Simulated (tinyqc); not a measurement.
Inside a calculation. Method: Pariser-Parr-Pople SCF with singles CI, for the molecule C1=CC2=CC=CC2=C1 (SMILES; centres numbered as the heavy atoms are written). One step of it, computed by the program tinyqc.

Problem. Iteration 1: orbitals and new P. Diagonalise F (the basis is taken as orthonormal) and form P = 2 sum c c over the lowest orbitals.

F (eV):
```
           1C         2C         3C         4C         5C         6C         7C         8C
1C  -5.344397  -5.182368   0.352650   0.004747  -0.127862   0.004747   0.352650  -5.182368
2C  -5.182368  -3.632141  -4.106015  -0.282450   0.004747   0.320209   0.655753  -1.253786
3C   0.352650  -4.106015  -5.238310  -4.106015   0.352650   0.655753  -3.550592   0.655753
4C   0.004747  -0.282450  -4.106015  -3.632141  -5.182368  -1.253786   0.655753   0.320209
5C  -0.127862   0.004747   0.352650  -5.182368  -5.344397  -5.182368   0.352650   0.004747
6C   0.004747   0.320209   0.655753  -1.253786  -5.182368  -3.632141  -4.106015  -0.282450
7C   0.352650   0.655753  -3.550592   0.655753   0.352650  -4.106015  -5.238310  -4.106015
8C  -5.182368  -1.253786   0.655753   0.320209   0.004747  -0.282450  -4.106015  -3.632141
```

pi electrons, sum of z_r less the charge = 8

Give: orbital energies; P after iteration 1.

Solution.

orbital energies (eV): -14.3012  -12.4073  -9.0995  -8.3394  -1.7757  2.2670  3.5312  4.4308

P after iteration 1:
```
         1C       2C       3C       4C       5C       6C       7C       8C
1C   1.1348   0.6663  -0.1967  -0.0406   0.1148  -0.0406  -0.1967   0.6663
2C   0.6663   0.7581   0.5159   0.2681  -0.0406  -0.2797  -0.1879   0.2103
3C  -0.1967   0.5159   1.3491   0.5159  -0.1967  -0.1879   0.4447  -0.1879
4C  -0.0406   0.2681   0.5159   0.7581   0.6663   0.2103  -0.1879  -0.2797
5C   0.1148  -0.0406  -0.1967   0.6663   1.1348   0.6663  -0.1967  -0.0406
6C  -0.0406  -0.2797  -0.1879   0.2103   0.6663   0.7581   0.5159   0.2681
7C  -0.1967  -0.1879   0.4447  -0.1879  -0.1967   0.5159   1.3491   0.5159
8C   0.6663   0.2103  -0.1879  -0.2797  -0.0406   0.2681   0.5159   0.7581
```
